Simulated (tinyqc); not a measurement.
Worked calculation: UHF in the sto-6g basis, for H2, spin multiplicity 1. One step of it, computed by the program tinyqc.

Problem. Iteration 2: diagonalisation and new density. A level shift of 1 hartree raises the virtual space: F + shift (S - S D(s) S), with D(s) the density of one spin. Diagonalise F' = X^T F X, C = X C', fill 1 alpha and 1 beta electrons from the bottom; D(s) = C_occ C_occ^T; the new density keeps 0.2 of the old one (damping). Each column has its largest component positive (the first on a tie).

extrapolated F(alpha) (hartree), order 1H 1s, 2H 1s:
```
[[-0.507269, -0.465745],
 [-0.465745, 0.026156]]
```

extrapolated F(beta) (hartree), order 1H 1s, 2H 1s:
```
[[0.026156, -0.465745],
 [-0.465745, -0.507269]]
```

X, order 1H 1s, 2H 1s:
```
[[0.977746, 0.581832],
 [-0.977746, 0.581832]]
```

D(alpha) after iteration 1, order 1H 1s, 2H 1s:
```
[[1.074166, -0.087780],
 [-0.087780, 0.009572]]
```

D(beta) after iteration 1, order 1H 1s, 2H 1s:
```
[[0.009572, -0.087780],
 [-0.087780, 1.074166]]
```

overlap S, order 1H 1s, 2H 1s:
```
[[1.000000, 0.476980],
 [0.476980, 1.000000]]
```

Give: F' = X^T F X; orbital energies; coefficients C; F' = X^T F X; orbital energies; coefficients C; D(alpha) after iteration 2; D(beta) after iteration 2.

Solution.

F' = X^T F X (alpha) (hartree):
```
[[1.1012, -0.7713],
 [-0.7713, -0.1489]]
```

orbital energies (alpha) (hartree): [-0.5166, 1.4690]

coefficients C (alpha), order 1H 1s, 2H 1s:
```
[[0.9460, -0.6322],
 [0.1044, 1.1330]]
```

F' = X^T F X (beta) (hartree):
```
[[1.1012, 0.7713],
 [0.7713, -0.1489]]
```

orbital energies (beta) (hartree): [-0.5166, 1.4690]

coefficients C (beta), order 1H 1s, 2H 1s:
```
[[0.1044, 1.1330],
 [0.9460, -0.6322]]
```

D(alpha) after iteration 2, order 1H 1s, 2H 1s:
```
[[0.9307, 0.0615],
 [0.0615, 0.0106]]
```

D(beta) after iteration 2, order 1H 1s, 2H 1s:
```
[[0.0106, 0.0615],
 [0.0615, 0.9307]]
```
